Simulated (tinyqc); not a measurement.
Nucleation and growth of vacancy voids in a cooling silicon-like crystal. From one set of inputs to another, one input at a time. Computed by tinyqc, a small Python program. Command: `OMP_NUM_THREADS=1 python tinyqc.py 3013958 3013959 out.jsonl voids ladder`. One thread of a shared host (Intel(R) Xeon(R) Processor @ 2.30GHz), about 0.5 s of CPU time with the checks.

Spherical voids; vacancies are lost only to voids.

The inputs printed are set A. Inputs not listed in the table keep their values of set A, so the rows need not describe a real material.

Inputs (values chosen for the exercise, close to those used for silicon):

| quantity | value | unit |
|---|---|---|
| vacancy density at the melting point C_m | 6.4e+14 | 1/cm^3 |
| formation energy E_f | 3.96 | eV |
| melting point T_m | 1685 | K |
| diffusion prefactor D0 | 0.00094 | cm^2/s |
| migration energy E_m | 0.44 | eV |
| site density rho | 5e+22 | 1/cm^3 |
| void surface energy gamma | 0.886 | J/m^2 |
| cooling rate q | 0.46 | K/min |
| vacancy excess C0 | 4.4e+13 | 1/cm^3 |
| temperature of the worked step T | 1405 | K |
| temperature step | 0.125 | K |

Vacancy supply: given.

Constants: k_B = 8.617333262e-05 eV/K; k_B = 1.380649e-23 J/K; e = 1.602176634e-19 C.

Method:
- C = C0 as given.
- C_e = C_m exp[-(E_f/k_B)(1/T - 1/T_m)]; D = D0 exp(-E_m/(k_B T)); f = k_B T ln(C/C_e); r* = 2 gamma/(rho f); W* = 16 pi gamma^3/(3 rho^2 f^2); Z = f/sqrt(12 pi W* k_B T); I = rho Z (4 pi r* D C) exp(-W*/(k_B T)).
- March down from 1500 K in steps dT, dt = dT/q, with values at the upper end of each step: a class of I dt voids is born with r*; then all classes grow by r^2 += 2 D (C - C_e) dt/rho; C falls by the vacancies added to voids. Stop at 1150 K. T_n is the T of the largest I, N the final count (classes under 1e-6 /cm^3 are dropped), and the mean radius the number average.

Each row keeps all changes above it:

| input moved | from | to | void density N (1/cm^3) | mean radius (nm) | W*/(k_B T) |
|---|---|---|---|---|---|
| set A | - | - | 3.321e+05 | 85.24 | 84.0 |
| cooling rate q (K/min) | 0.46 | 5.8 | 1.404e+07 | 24.42 | 84.0 |
| vacancy excess C0 (1/cm^3) | 4.4e+13 | 4.1e+13 | 1.481e+07 | 23.43 | 88.4 |
| vacancy density at the melting point C_m (1/cm^3) | 6.4e+14 | 8.9e+14 | 1.617e+07 | 22.75 | 114.9 |
| void surface energy gamma (J/m^2) | 0.886 | 0.81 | 1.598e+07 | 22.88 | 87.8 |
| diffusion prefactor D0 (cm^2/s) | 0.00094 | 0.00062 | 2.947e+07 | 18.65 | 87.8 |
| formation energy E_f (eV) | 3.96 | 3.92 | 2.946e+07 | 18.65 | 92.0 |

Void density N goes from 332000 to 2.95e7, a factor 88.7 in all. The largest single move comes from cooling rate q (a factor 42.3). Mean radius goes from 85.2 to 18.6, a factor 0.219 in all. The largest single move comes from cooling rate q (a factor 0.286). W*/(k_B T) goes from 84.0 to 92.0, a factor 1.10 in all. The largest single move comes from void surface energy gamma (a factor 0.764), but it runs against the net change; the largest move in the direction of the net change is vacancy density at the melting point C_m (a factor 1.30). The single moves hold for this order of the switches; the total does not depend on the order.

Extremes, crossings and ranges named in words are read from the listed rows.
